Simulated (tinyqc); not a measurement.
Ion implantation: universal nuclear stopping, Lindhard-Scharff electronic stopping and a Gaussian range profile: one step, computed by the program tinyqc.

An ion slows by elastic collisions with screened nuclei and by friction with electrons; channelling is ignored and the target is uniform.

Task: Gaussian profile. C(x) = C_p exp(-(x - R_p)^2/(2 dR_p^2)) with C_p = Q/(sqrt(2 pi) dR_p), 1 nm = 1e-7 cm; the profile falls to the background at x_j = R_p + dR_p sqrt(2 ln(C_p/C_B)); the peak atomic fraction is C_p/N.

Inputs (values chosen for the exercise, modelled on nitrogen ions in germanium): ion mass M1 = 14 u; target mass M2 = 72.63 u; target density N = 44.2 1/nm^3; dose Q = 3.8e+12 1/cm^2; background C_B = 5e+16 1/cm^3.

straggle dR_p = 7.280401 nm

projected range R_p = 29.66831 nm

Give: peak concentration C_p; depth x_j where C falls to C_B; peak atomic fraction.

Result:

peak concentration C_p = 2.082e+18 1/cm^3

Depth x_j where C falls to C_B = 49.55 nm

peak atomic fraction = 4.711e-05

Caution: the estimates of R_p and dR_p assume mainly nuclear stopping and an ion not much lighter than the target; here they are rough, and for light ions in heavy targets the straggle can be low by a factor of two or more.
